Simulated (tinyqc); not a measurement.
# Inputs raised by 5 %, one at a time

Model: adsorption as a lattice gas: isotherms with interactions, competition, desorption peaks and saturation dose. Computed by tinyqc, a small Python program. Command: `OMP_NUM_THREADS=1 python tinyqc.py 3006064 3006065 out.jsonl adsorb sens`. One thread of a shared host (Intel(R) Xeon(R) Processor @ 2.30GHz), about 0.01 s of CPU time with the checks.

One adsorbate per site; a molecule needs 1 empty site. Gas and surface have the same temperature.

Inputs (values chosen for the exercise, for a model surface): desorption energy E = 1.16 eV; prefactor nu = 1.3e+14 1/s; pair energy w (positive repels) = -0.0044 eV; neighbours z = 6; site density N_s = 9.1 1/nm^2; molecular mass M = 169 u; sticking coefficient s0 = 0.0082; temperature T = 390 K; pressure p = 0.072 Pa; blocking by a second gas, K_B p_B = 0.54; aspect ratio a (depth over diameter) of a hole = 5.

Adsorption: molecular (first order).

Constants: u = 1.6605390666e-27 kg; k_B = 1.380649e-23 J/K; k_B = 8.617333262e-05 eV/K.

Method:
- Flux F = p/sqrt(2 pi M k_B T); k_d = nu exp(-E/(k_B T)); s0 F (1 - theta) = N_s k_d theta, so y = s0 F/(N_s k_d), theta = y/(1 + y). With a second gas on the same sites theta = y/(1 + y + K_B p_B).
- With u = w/(k_B T). Mean field: theta/(1 - theta) = y exp(-z u theta). Quasi-chemical: theta/(1 - theta) = y [(r - 1 + 2 theta)(1 - theta)/((r + 1 - 2 theta) theta)]^(-z/2) exp(-z u/2), r = sqrt(1 - 4 theta (1 - theta)(1 - exp(-u))).
- Without desorption or interaction, 99 % coverage needs the time (N_s/(s0 F)) ln 100. For a round hole of aspect ratio a in molecular flow with unit sticking (Gordon), the time is N_s/F x [1 + (19/4) a + (3/2) a^2]. The larger of the two times is a rough guide.

Runs:
```
input moved                                        from         to  coverage, quasi-chemical       y  time for the hole (s)  time on a flat surface (s)
base run                                              -          -                   0.91074  5.0066                0.76662                      6.9163
prefactor nu (1/s)                              1.3e+14  1.365e+14                   0.90639  4.7682                0.76662                      6.9163
pair energy w (positive repels) (eV)            -0.0044   -0.00462                   0.91378  5.0066                0.76662                      6.9163
molecular mass M (u)                                169     177.45                   0.90859  4.8859                0.78555                      7.0871
sticking coefficient s0                          0.0082    0.00861                   0.91489  5.2569                0.76662                      6.5869
temperature T (K)                                   390      409.5                   0.59532  0.9443                0.78555                      7.0871
pressure p (Pa)                                   0.072     0.0756                   0.91489  5.2569                0.73011                      6.5869
aspect ratio a (depth over diameter) of a hole        5       5.25                   0.91074  5.0066                0.82858                      6.9163
```

Exponents ln(y'/y) / ln(x'/x):
```
input                                           coverage, quasi-chemical        y  time for the hole  time on a flat surface
prefactor nu                                                      -0.098   -1.000              0.000                     0.0
pair energy w (positive repels)                                    0.068    0.000              0.000                     0.0
molecular mass M                                                  -0.048   -0.500              0.500                     0.5
sticking coefficient s0                                            0.093    1.000              0.000                    -1.0
temperature T                                                     -8.714  -34.188              0.500                     0.5
pressure p                                                         0.093    1.000             -1.000                    -1.0
aspect ratio a (depth over diameter) of a hole                     0.000    0.000              1.593                     0.0
```

Among the inputs moved here: coverage, quasi-chemical answers most in size to temperature T (exponent -8.714), next to prefactor nu (-0.098); its exponent is below 0.0005 for aspect ratio a (depth over diameter) of a hole. y answers most in size to temperature T (exponent -34.188), next to prefactor nu (-1.000); its exponent is below 0.0005 for pair energy w (positive repels), aspect ratio a (depth over diameter) of a hole. Its exponent +1.000 in pressure p: molecular adsorption. Time for the hole answers most in size to aspect ratio a (depth over diameter) of a hole (exponent +1.593), next to pressure p (-1.000); its exponent is below 0.0005 for prefactor nu, pair energy w (positive repels), sticking coefficient s0. Its exponent +0.500 in molecular mass M: flux goes as M^(-1/2). Time on a flat surface answers most in size to sticking coefficient s0 (exponent -1.000), and about equally to pressure p (-1.000); its exponent is below 0.0005 for prefactor nu, pair energy w (positive repels), aspect ratio a (depth over diameter) of a hole.

Caution (all rows): with k_d = nu exp(-E/(k_B T)) of these inputs desorption is not negligible over the time on a flat surface, so without interaction 99 % coverage is not reached.
